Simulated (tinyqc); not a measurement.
Inside a calculation. Method: tight binding, honeycomb lattice. One step of it, computed by the program tinyqc.

Problem. Levels at k. Diagonalise the Hermitian matrix.

H(k) at k (eV):
```
                     A                    B
A             1.367373  -0.431046-1.416660i
B  -0.431046+1.416660i            -1.366842
```

Give: eigenvalues; weights |c|^2 of the basis functions.

Solution.

eigenvalues (eV): -2.0151  2.0156

weights |c|^2 of the basis functions:
```
   band 1  band 2
A  0.1608  0.8392
B  0.8392  0.1608
```
